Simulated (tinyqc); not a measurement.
Inside a calculation: charge neutrality level from zone-averaged pseudopotential bands. Values are carried at full precision from step to step, so a last printed digit may differ when a step is redone from the rounded ones.

Empirical pseudopotential on the fcc lattice, atoms at +/- tau, tau = a (1,1,1)/8, no spin-orbit coupling. H(G,G') = c (2 pi/a)^2 |k + G|^2 delta + VS(q) cos(q.tau) + i VA(q) sin(q.tau), q = G - G', c = hbar^2/2m0; k and G in units of 2 pi/a; VS at |q|^2 = 3, 8, 11 and VA at 3, 4, 11, in rydberg, zero elsewhere. At each k the basis holds all G with |k + G|^2 up to 16; energies are counted from the fourth level at Gamma.

Mesh: k = sum_i (n_i + 1/2)/N b_i, n_i = 0 ... N - 1, b = (-1,1,1), (1,-1,1), (1,1,-1); points with the same sorted |kx|, |ky|, |kz| after folding to the shortest k + G are joined, with their count as weight. Neutrality (branch-point) level: E_N = (1/2) mean over k of [E5 + (E3 + E4)/2], E_n the n-th level from below.

Constants: hbar^2/2m0 = 3.80998211 eV angstrom^2; Ry = 13.60569312 eV.

Inputs chosen for the exercise (classic local form factors of the size used for GaP, without spin-orbit coupling; the results hold for these values, not for the real material): a = 5.438 angstrom (lattice constant); VS = (-0.218, 0.031, 0.07) Ry (symmetric form factors); VA = (0.121, 0.069, 0.019) Ry (antisymmetric form factors); mesh = 3 (points along each reciprocal vector).

## Levels on the mesh

Diagonalise at each joined point.

Levels (eV):
```
kx,ky,kz,weight,E3,E4,E5,E6
0.1667,0.1667,0.1667,2,-0.2898,-0.2898,3.4355,5.6501
0.5000,0.1667,0.1667,6,-1.5658,-1.3539,3.6411,5.5499
0.5000,0.5000,0.1667,6,-2.5448,-0.9854,3.8817,5.5415
0.5000,0.5000,0.5000,1,-0.9297,-0.9297,2.5454,5.3603
0.8333,0.1667,0.1667,6,-3.0644,-2.1064,2.6277,4.1986
0.8333,0.5000,0.1667,6,-3.5012,-2.2095,4.8152,5.0747
```

## Gaps

Level 5 at Gamma, at the lowest of (f,0,0) with f = 0.8, 0.85, 0.9, 1, and at (1/2,1/2,1/2).

gaps to Gamma, Delta/X, L (eV): 2.7033  2.1181  2.5454

## The neutrality level

Energies are counted from the valence top at Gamma. E_N = (1/2) weighted mean of [E5 + (E3 + E4)/2]. Compare with half the smallest indirect gap, min(Delta/X, L)/2, and give the barrier for electrons in the limit of full pinning, min(gaps) - E_N.

mean of E5 = 3.6745 eV
mean of (E3 + E4)/2 = -1.9816 eV
E_N = 0.8464 eV
half the indirect gap = 1.0590 eV
pinned barrier for electrons = 1.2716 eV

E_N lies at 40 % of the gap from the valence top, so pinned contacts have the lower barrier for holes. The two estimates differ by 0.21 eV; both rules are good to a few tenths of an eV only, so a position within that distance of a band edge or of mid-gap is not settled. Local form factors place the indirect gaps only to a few tenths of an eV, and E_N moves with them. Spin-orbit coupling, left out, would lift the valence top by a third of its splitting.

## Checks

- Sum of the weights against N^3: both 27.

(tinyqc, `OMP_NUM_THREADS=1 python tinyqc.py 1850199 1850200 out.jsonl`, Intel(R) Xeon(R) Processor @ 2.30GHz, 1 thread, shared host, about 0.09 s.)
